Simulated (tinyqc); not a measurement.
Punch-through p+-n junction, ionisation integral and breakdown: one step of the calculation.

A p+ layer at x < 0 and an n drift layer from x = 0 to L on an n+ substrate. Depletion approximation, built-in voltage neglected. Local ionisation coefficients alpha_n = an exp(-(bn/E)^mx), alpha_p = ap exp(-(bp/E)^mx). Electrons move towards +x, holes towards x = 0.

Question. Ionisation integrals by the trapezoid rule. G(x) = integral from 0 to x of (alpha_n - alpha_p); I_n = integral of alpha_n exp(-G) (electrons injected at x = 0), I_p = integral of alpha_p exp(G(end) - G) (holes injected at the far edge); M = 1/(1 - I). All integrals by the trapezoid rule on the grid.

```
point     x (um)  alpha_n (1/cm)  alpha_p (1/cm)
0      0.0000000       34.164133       3358.0592
1      0.2636364       18.515953       2122.1622
2      0.5272727       9.5390200       1291.1378
3      0.7909091       4.6407904       752.54757
4      1.0545455       2.1156532       417.77334
5      1.3181818      0.89548644       219.37859
6      1.5818182      0.34804807       108.06898
7      1.8454545      0.12257100       49.444460
8      2.1090909     0.038479596       20.756018
9      2.3727273     0.010554676       7.8749013
10     2.6363636    0.0024668908       2.6501388
11     2.9000000    4.7598606e-4      0.77252376
```

Wanted: G; alpha_n exp(-G); I_n; I_p; M_n; M_p.

Answer.

```
point         G  alpha_n exp(-G) (1/cm)
0       0.00000                  34.164
1      -0.07154                  19.889
2      -0.11617                  10.714
3      -0.14292                   5.354
4      -0.15826                   2.478
5      -0.16662                   1.058
6      -0.17092                   0.413
7      -0.17299                   0.146
8      -0.17391                   0.046
9      -0.17429                   0.013
10     -0.17443                   0.003
11     -0.17447                   0.001
```

I_n = 0.0015079
I_p = 0.16054
M_n = 1.0015
M_p = 1.1912

Numbers from tinyqc (`OMP_NUM_THREADS=1 python tinyqc.py 2120032 2120033 out.jsonl`; about 0.1 s on one thread of a shared Intel Xeon 2.30GHz).
